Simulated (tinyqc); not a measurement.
Comparisons within one model: polytypes by hexagonality, and a cubic inclusion as a quantum well. A value that a table varies takes the place of the one given here.

Gap: E3 + (Es - E3) h/hs for h up to hs, then linear from Es to E2 at h = 1. Valence top Ev2 h and polarisation P2 h, both counted from 3C; Ec = Ev + gap.

A cubic inclusion of width L = N d in the host (h = 0.5) is a well of depth V = Ec(host) - Ec(3C). Square well with mass mismatch: k tan(k L/2) = (m_w/m_b) q, k = sqrt(m_w E/c), q = sqrt(m_b (V - E)/c), c = hbar^2/2m0, lowest root. The depth of the level, V - E, is its binding, and the transition to the valence top of the host is gap(host) - (V - E). The step in polarisation gives a field |F| = |P|/(eps eps0) in a thin inclusion, eps0 = 8.8541878e-12 F/m.

Constants: hbar^2/2m0 = 3.80998211 eV angstrom^2.

Values chosen for the exercise (of the order of those of SiC; shifted at random, so the results belong to these values and not to a real crystal):
- E3 = 2.388 eV (gap of the cubic polytype)
- E2 = 3.297 eV (gap of 2H)
- Ev2 = 0.13 eV (valence top of 2H above that of 3C)
- P2 = -0.0378 C/m^2 (spontaneous polarisation of 2H)
- Es = 3.26 eV (gap at the hexagonality hs)
- hs = 0.5 (hexagonality up to which the first line holds)
- m = (0.292, 0.304) m0 (electron mass along c in the cubic layer and in the host)
- d = 2.517 angstrom (thickness of a double layer)
- eps = 10.1 (dielectric constant)
- N = 6 (double layers in the cubic inclusion)

## Width of the inclusion

Without the field: square well. With it, the potential inside is |F| (z - L/2), the host conduction edge lies at V - |F| L/2 on one side and V + |F| L/2 on the other, and the lowest level E_F is found by finite differences (step 0.25 angstrom, wide box, good to about 1 meV). Holes sit in the host on the high side, so the transition is gap(host) - V + E_F - |F| L/2. A dash: bound by less than 2 meV or not at all.

Results:
```
N   L (angstrom)  depth (eV)  transition (eV)  depth below the low side, with field (eV)  transition with field (eV)
1           2.52       0.096            3.164                                      0.071                       3.136
2           5.03       0.277            2.983                                      0.227                       2.927
3           7.55       0.436            2.824                                      0.359                       2.741
4          10.07       0.552            2.708                                      0.451                       2.596
6          15.10       0.695            2.565                                      0.548                       2.393
8          20.14       0.772            2.488                                      0.585                       2.250
12         30.20       0.848            2.412                                      0.600                       2.021
```

What does this show, and why?

The square well binds a level even at N = 1 (96 meV), as any symmetric one-dimensional well does; the depth grows to 848 of 937 meV, and the transition tends to E3 - Ev(host) = 2.323 eV. With the field the level is bound by 2 meV or more for N = 1, 2, 3, 4, 6, 8 and 12, and the transition is lowered by 28 meV at N = 1 and 391 meV at N = 12, where |F| L/2 = 319 meV. Free carriers or surface charge screen the field and the step between the two sides, and the attraction to the hole, left out here, binds the electron further.

## The same inclusion in several hosts

h from the stacking: 8H 1/4, 6H 1/3, 15R 2/5, 4H 1/2, 9R 2/3, 2H 1. V = Ec(host) - Ec(3C); square-well level from k tan(k L/2) = (m_w/m_b) q, k = sqrt(m_w E/c), q = sqrt(m_b (V - E)/c), L = N d; |F| = |P|/(eps eps0), eps0 = 8.8541878e-12 F/m.

Results:
```
host      h  gap (eV)  V (eV)  depth (eV)  |F| (MV/cm)
8H    0.250     2.824   0.469       0.287         1.06
6H    0.333     2.969   0.625       0.418         1.41
15R   0.400     3.086   0.750       0.527         1.69
4H    0.500     3.260   0.937       0.695         2.11
9R    0.667     3.272   0.971       0.726         2.82
2H    1.000     3.297   1.039       0.788         4.23
```

What does this show?

From 8H to 4H the well deepens by a factor of 2.00 and the bound level by 2.42, between the limits of a wide well (as V) and a thin one (as V^2); in 4H the level keeps 74 % of V; from 4H to 2H the gap gains only 37 meV while the field doubles. The depths leave the field out, although its drop |F| L reaches 638 meV in 2H.

## What each parameter does

Well depth, depth of the level, transition without the field and field. Each row changes one parameter from the base and keeps the others.

Results:
```
case                  V (eV)  depth (eV)  transition (eV)  |F| (MV/cm)
base                  0.9370      0.6949           2.5651        2.113
N = 7                 0.9370      0.7391           2.5209        2.113
Ev2 = 0.16 eV         0.9520      0.7084           2.5516        2.113
E3 = 2.368 eV         0.9570      0.7130           2.5470        2.113
E2 = 3.327 eV         0.9370      0.6949           2.5651        2.113
P2 = -0.0491 C/m^2    0.9370      0.6949           2.5651        2.745
eps = 11.1            0.9370      0.6949           2.5651        1.923
m = (0.35, 0.304) m0  0.9370      0.7113           2.5487        2.113
```

What does this show?

The largest shifts from the base row, up to three for each result and ties (the steps differ in size, so this ranks the rows, not the parameters). V (eV): E3 +0.0200, Ev2 +0.0150; unchanged at the printed digits by N, E2, P2, eps and m. depth (eV): N +0.0442, E3 +0.0181, m +0.0164; unchanged at the printed digits by E2, P2 and eps. transition (eV): N -0.0442, E3 -0.0181, m -0.0164; unchanged at the printed digits by E2, P2 and eps. |F| (MV/cm): P2 +0.632, eps -0.190; unchanged at the printed digits by N, Ev2, E3, E2 and m.

tinyqc: `OMP_NUM_THREADS=1 python tinyqc.py 1850512 1850513 out.jsonl`; about 0.04 s, one thread, shared Intel(R) Xeon(R) Processor @ 2.30GHz.
